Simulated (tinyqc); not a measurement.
Bethe-Salpeter matrix of a two-band chain (Tamm-Dancoff form), step by step. Values are carried at full precision from step to step, so a last printed digit may differ when a step is redone from the rounded ones.

One valence and one conduction band, lattice period 1, mesh k = 2 pi j/N. Pair energies D(k) = Eg + 2 t sum(1 - cos k), t = tc + tv. Screened attraction W(R) = U at R = 0 and V/|R| otherwise, R over the N cells with the nearest image; W(q) = sum_R W(R) cos(q R). H(k, k') = D(k) delta - W(k - k')/Nk + 2 J/Nk for singlets (J = 0 for triplets), Nk the number of k points. With a constant transition dipole the strength of a state is f = (sum_k A_k)^2/Nk, and the f sum to 1.

Inputs chosen for the exercise:

| symbol | value | unit | meaning |
|---|---|---|---|
| Eg | 5.7 | eV | quasiparticle gap |
| tc | 0.59 | eV | conduction hopping |
| tv | 0.14 | eV | valence hopping |
| U | 0.88 | eV | attraction in the same cell |
| V | 0 | eV | attraction at one cell distance |
| J | 0.39 | eV | exchange in the same cell |
| N | 8 |  | k points along each axis |

## Pair energies and the kernel

List D(k), W(R) and W(q) on the mesh.

Mesh values (eV):

| index j | D(k_j) | W(R = j) | W(q_j) |
|---|---|---|---|
| j0 | 5.7000 | 0.8800 | 0.8800 |
| j1 | 6.1276 | 0.0000 | 0.8800 |
| j2 | 7.1600 | 0.0000 | 0.8800 |
| j3 | 8.1924 | 0.0000 | 0.8800 |
| j4 | 8.6200 | 0.0000 | 0.8800 |
| j5 | 8.1924 | 0.0000 | 0.8800 |
| j6 | 7.1600 | 0.0000 | 0.8800 |
| j7 | 6.1276 | 0.0000 | 0.8800 |

## The singlet matrix

Fill in H.

H (eV):
```
         j0       j1       j2       j3       j4       j5       j6       j7
j0   5.6875  -0.0125  -0.0125  -0.0125  -0.0125  -0.0125  -0.0125  -0.0125
j1  -0.0125   6.1151  -0.0125  -0.0125  -0.0125  -0.0125  -0.0125  -0.0125
j2  -0.0125  -0.0125   7.1475  -0.0125  -0.0125  -0.0125  -0.0125  -0.0125
j3  -0.0125  -0.0125  -0.0125   8.1799  -0.0125  -0.0125  -0.0125  -0.0125
j4  -0.0125  -0.0125  -0.0125  -0.0125   8.6075  -0.0125  -0.0125  -0.0125
j5  -0.0125  -0.0125  -0.0125  -0.0125  -0.0125   8.1799  -0.0125  -0.0125
j6  -0.0125  -0.0125  -0.0125  -0.0125  -0.0125  -0.0125   7.1475  -0.0125
j7  -0.0125  -0.0125  -0.0125  -0.0125  -0.0125  -0.0125  -0.0125   6.1151
```

## Exciton levels and strengths

Diagonalise. For the lowest state give the amplitudes A_k (norm 1, largest positive) and f = (sum_k A_k)^2/Nk, Nk the size of the matrix.

levels (eV): 5.6863  6.1024  6.1276  7.1350  7.1600  8.1677  8.1924  8.6086

amplitudes of the lowest state: j0 0.999, j1 0.031, j2 0.009, j3 0.005, j4 0.005, j5 0.005, j6 0.009, j7 0.031

f of the lowest state = 0.150

The lowest state lies 0.0137 eV below the gap Eg = 5.7 eV and holds 15 % of the strength, against 12 % for one free pair. On a fine mesh the triplet and singlet bindings are 0.2447 and 0.0034 eV.

## Spectrum with and without the kernel

Distinct levels with their degeneracy and summed f, for singlets, beside the sorted triplet levels and free pairs.

Singlets:

| E (eV) | degeneracy | f |
|---|---|---|
| 5.6863 | 1 | 0.1499 |
| 6.1024 | 1 | 0.2541 |
| 6.1276 | 1 | 0.0000 |
| 7.1350 | 1 | 0.2489 |
| 7.1600 | 1 | 0.0000 |
| 8.1677 | 1 | 0.2424 |
| 8.1924 | 1 | 0.0000 |
| 8.6086 | 1 | 0.1047 |

triplet levels (eV): 5.4465  5.9360  6.1276  6.9611  7.1600  8.0149  8.1924  8.5615

free pairs (eV): 5.7000  6.1276  6.1276  7.1600  7.1600  8.1924  8.1924  8.6200

3 of the 8 singlets are dark; those whose amplitude vanishes at R = 0 also feel neither U nor J. The lowest singlet lies 0.2398 eV above the lowest triplet; first order gives 2 J f = 0.3853 eV with the f of the triplet envelope. The centre of the spectrum, sum f E = 7.0600 eV, equals mean D - U + 2J = 7.0600 eV.

## Checks

- Levels from the matrix in the electron-hole distance R against those in k: they agree to 1e-10 or better.
- Triplet binding on 200 points against the formula sqrt(4 t^2 + U^2) - 2t, eV: both 0.2447.

Computed by tinyqc, a small Python program: `OMP_NUM_THREADS=1 python tinyqc.py 1250041 1250042 out.jsonl` (the numbers bound the seed that draws the inputs); one thread of a shared host (Intel(R) Xeon(R) Processor @ 2.30GHz), about 0.1 s for the whole set of steps.
